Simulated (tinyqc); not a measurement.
Worked calculation: polytypes by hexagonality, and a cubic inclusion as a quantum well. Values are carried at full precision from step to step, so a last printed digit may differ when a step is redone from the rounded ones.

A layer is h if its two neighbours in the periodic sequence sit on the same site, k otherwise; the hexagonality h is the share of h layers.

Constants: hbar^2/2m0 = 3.80998211 eV angstrom^2.

Values chosen for the exercise (of the order of those of InP; not measured data):

| symbol | value | unit | meaning |
|---|---|---|---|
| E3 | 1.428 | eV | gap of the cubic polytype |
| E2 | 1.5 | eV | gap of 2H |
| Ev2 | 0.045 | eV | valence top of 2H above that of 3C |
| P2 | -0.0019 | C/m^2 | spontaneous polarisation of 2H |
| m | (0.083, 0.084) | m0 | electron mass along c in the cubic layer and in the host |
| d | 3.385 | angstrom | thickness of a double layer |
| eps | 12.2 |  | dielectric constant |
| N | 12 |  | double layers in the cubic inclusion |

## Hexagonality

Stacking sequences:

| polytype | sequence |
|---|---|
| 4H | ABCB |
| 9R | ABCBCACAB |
| 15R | ABCACBCABACABCB |
| 2H | AB |
| 21R | ABCACBACABCBACBCABACB |

Give the h/k string and h of each.

Hexagonality:

| polytype | h/k string | h |
|---|---|---|
| 4H | hkhk | 0.5000 |
| 9R | hkhhkhhkh | 0.6667 |
| 15R | hkkhkhkkhkhkkhk | 0.4000 |
| 2H | hh | 1.0000 |
| 21R | hkkhkkkhkkhkkkhkkhkkk | 0.2857 |

## Gaps and band edges

Gap: E3 + (E2 - E3) h. Valence top Ev2 h and polarisation P2 h, both counted from 3C; Ec = Ev + gap.

Evaluate for each polytype.

Results:

| polytype | gap (eV) | Ev (eV) | Ec (eV) | P (C/m^2) |
|---|---|---|---|---|
| 4H | 1.4640 | 0.0225 | 1.4865 | -0.00095 |
| 9R | 1.4760 | 0.0300 | 1.5060 | -0.00127 |
| 15R | 1.4568 | 0.0180 | 1.4748 | -0.00076 |
| 2H | 1.5000 | 0.0450 | 1.5450 | -0.00190 |
| 21R | 1.4486 | 0.0129 | 1.4614 | -0.00054 |

The widest gap is that of 2H, the narrowest that of 21R. Ev and Ec both rise with h, so 3C collects electrons and the more hexagonal side holes: a staggered line-up.

## The bound level without the field

A cubic inclusion of width L = N d in the host (h = 1) is a well of depth V = Ec(host) - Ec(3C). Square well with mass mismatch: k tan(k L/2) = (m_w/m_b) q, k = sqrt(m_w E/c), q = sqrt(m_b (V - E)/c), c = hbar^2/2m0, lowest root. The depth of the level, V - E, is its binding, and the transition to the valence top of the host is gap(host) - (V - E). The step in polarisation gives a field |F| = |P|/(eps eps0) in a thin inclusion, eps0 = 8.8541878e-12 F/m.

Give V, L, the level E, its depth below the host conduction edge and the transition to the valence top of the host, gap(host) - (V - E).

V = 0.1170 eV
L = 40.620 angstrom
E above the bottom = 0.0624 eV
depth below the host edge = 0.0546 eV
transition = 1.4454 eV

The level keeps 47 % of the well depth. The transition lies above the gap of 3C itself (1.428 eV).

## The polarisation field

Give |F|, the drop |F| L, the bound charge |P|/e per cm^2 (e = 1.602176634e-19 C), and, as a first estimate, the shift -|F| L/2 of the transition for an electron centred in the layer and a hole in the host on the high side.

|F| = 0.176 MV/cm
drop = 71.4 meV
bound charge = 1.19e+12 cm^-2
estimated shift = -35.7 meV

The drop is 61 % of the well depth. The host edge on the low side sinks by 36 meV against the centre, less than the 55 meV by which the flat well binds.

## Checks

- Square-well root against finite differences on a grid of 0.5 angstrom (eV): both 0.062.

tinyqc: `OMP_NUM_THREADS=1 python tinyqc.py 1850036 1850037 out.jsonl`; about 0.08 s, one thread, shared Intel(R) Xeon(R) Processor @ 2.30GHz.
